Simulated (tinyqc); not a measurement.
# Worked calculation: Esaki diode in forward bias, two-band WKB

Computed by the program tinyqc: `OMP_NUM_THREADS=1 python tinyqc.py 2620042 2620043 out.jsonl`, one thread of a shared Intel Xeon 2.30GHz, about 0.01 s for the whole run. Printed values are rounded.

Abrupt p-n junction, depletion approximation. Energies E are counted from the conduction-band edge of the neutral n side; its Fermi level lies at dn, that of the p side at dn - V, and the valence-band edge of the neutral p side at Em = dn + dp - V. Tunnelling needs 0 < E < Em. Two-band dispersion with equal masses m: inside the gap kappa = sqrt(m u (1 - u/Eg)/C), u the distance from a band edge, C = hbar^2/(2 m0).

Parameters, values chosen for the exercise; band and dielectric values close to those of germanium: temperature T = 300 K; band gap Eg = 0.655 eV; relative permittivity eps_r = 15.7; conduction-band density of states at 300 K Nc = 1.04e19 cm^-3; valence-band density of states at 300 K Nv = 6.01e18 cm^-3; band-edge mass of the two-band model m = 0.052 m0; acceptor density Na = 2.1e19 cm^-3; donor density Nd = 1.7e19 cm^-3; bias of the p side V = 0.032 V; points of the energy grid nE = 9.

Constants: q = 1.602176634e-19 C, kB = 1.380649e-23 J/K, hbar = 1.054571817e-34 J s, h = 6.62607015e-34 J s, m0 = 9.1093837015e-31 kg, Vt = kB T/q, eps0 = 8.8541878128e-14 F/cm where lengths are in cm, hbar^2/(2 m0) = 0.0380998212 eV nm^2. Results are converted to the units shown.

Range of the model: The two-band model describes a direct gap; phonon-assisted tunnelling across an indirect gap is left out. Parabolic densities of states, no band tails and no gap narrowing, all of which matter at such doping.

## Fermi levels and built-in voltage

Nd = Nc F12(dn/Vt), Na = Nv F12(dp/Vt), F12(x) = (2/sqrt(pi)) int_0^infinity sqrt(u)/(1 + exp(u - x)) du; dn = EF - Ec on the n side, dp = Ev - EF on the p side (negative outside the bands); Vbi = Eg + dn + dp.

dn = 0.0273184 eV
dp = 0.0628659 eV
Vbi = 0.745184 V

Boltzmann statistics would give dn = 0.0127 eV and dp = 0.0323 eV. At zero bias the bands of the two sides overlap by dn + dp.

## Width, field and exponent

W = sqrt(2 eps0 eps_r (Vbi - V)(1/Na + 1/Nd)/q), mean field F = (Vbi - V)/W, peak field 2 F. In a uniform field F the exponent is S = pi sqrt(m/C) Eg^1.5/(4 F). Transverse energy Et = C kt^2/m raises it to S (1 + 4 Et/Eg), so T = exp(-S) exp(-Et/Eb) with Eb = Eg/(4 S). KJ = (2 q^2/h) m/(4 pi C) (times 1e14 for A/cm^2 per eV^2).

W = 11.4774 nm
mean field = 0.621383 MV/cm
S = 7.82768
exp(-S) = 3.98551e-4
Eb = 20.9194 meV
tunnelling length Eg/F = 10.5410 nm

## Current density on a coarse grid

J = KJ exp(-S) Eb times the integral from 0 to Em of [f(E - dn) - f(E - dn + V)] [1 - exp(-min(E, Em - E)/Eb)] dE, f(x) = 1/(1 + exp(x/Vt)), with S and Eb from the mean field; J > 0 flows from p to n. KJ = (2 q^2/h) m/(4 pi C) (times 1e14 for A/cm^2 per eV^2). Simpson's rule on nE equally spaced points from 0 to Em.

| point | E (eV) | difference of the f | transverse factor |
|---|---|---|---|
| 0 | 0.0000000 | 0.287214 | 0.000000 |
| 1 | 0.0072730 | 0.298275 | 0.293668 |
| 2 | 0.0145461 | 0.298879 | 0.501095 |
| 3 | 0.0218191 | 0.288944 | 0.647607 |
| 4 | 0.0290921 | 0.269768 | 0.751094 |
| 5 | 0.0363652 | 0.243697 | 0.647607 |
| 6 | 0.0436382 | 0.213574 | 0.501095 |
| 7 | 0.0509112 | 0.182174 | 0.293668 |
| 8 | 0.0581843 | 0.151771 | 0.000000 |

integral = 0.00694079 eV
KJ = 8.41522e8 A/(cm^2 eV^2)
J = 48.6975 A/cm^2

A converged quadrature gives 48.70 A/cm^2; this grid is within 0.01 % of that in size.
